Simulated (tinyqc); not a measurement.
Sublattice potential against complex hopping: Haldane model. Computed by the program tinyqc. H_AA = delta - 2 t2 sum cos(k.b + phi), H_BB = -delta - 2 t2 sum cos(k.b - phi), H_AB = -t1 (1 + exp(-i k.a1) + exp(-i k.a2)), b = a1, a2 - a1, -a2, m = 3 sqrt3 t2 sin(phi); the sign of the Chern number follows the orientation k1 then k2.

Honeycomb lattice:
```
parameter,value
t1 (eV),1.280000
t2 (eV),0.090000
phi (rad),1.440000
```

Gaps at the two valleys (eV) and Chern number of the lower band (12 x 12 mesh):
```
delta,gap 2|delta - m|,gap 2|delta + m|,Chern number
-0.835,2.597,0.743,0
-0.603,2.133,0.279,0
-0.278,1.483,0.371,-1
0.000,0.927,0.927,-1
0.185,0.557,1.297,-1
0.348,0.231,1.623,-1
0.580,0.233,2.087,0
0.927,0.927,2.781,0
```

What does the comparison show, and why?

Here |m| = 0.4637 eV. For |delta| < |m| the two valleys have masses of opposite sign and the Chern number is +/-1; one gap closes at |delta| = |m|, and beyond it the band is trivial.
